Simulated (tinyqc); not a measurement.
Worked calculation: extended Hueckel theory, for H3+. The parameters take no account of the charge, which enters only through the electron count. One step of it, computed by the program tinyqc.

Question. Wolfsberg-Helmholz matrix. H_ij = K' S_ij (H_ii + H_jj)/2 for i != j (the diagonal keeps H_ii), with K' = K + D^2 + D^4 (1 - K), D = (H_ii - H_jj)/(H_ii + H_jj), K = 2.

overlap S:
```
,1H 1s,2H 1s,3H 1s
1H 1s,1.000000,0.508417,0.508586
2H 1s,0.508417,1.000000,0.457807
3H 1s,0.508586,0.457807,1.000000
```

diagonal H_ii (eV): 1H 1s -13.600000, 2H 1s -13.600000, 3H 1s -13.600000

K = 2.000000

Give: H.

Answer.

H (eV):
```
,1H 1s,2H 1s,3H 1s
1H 1s,-13.6000,-13.8289,-13.8335
2H 1s,-13.8289,-13.6000,-12.4523
3H 1s,-13.8335,-12.4523,-13.6000
```
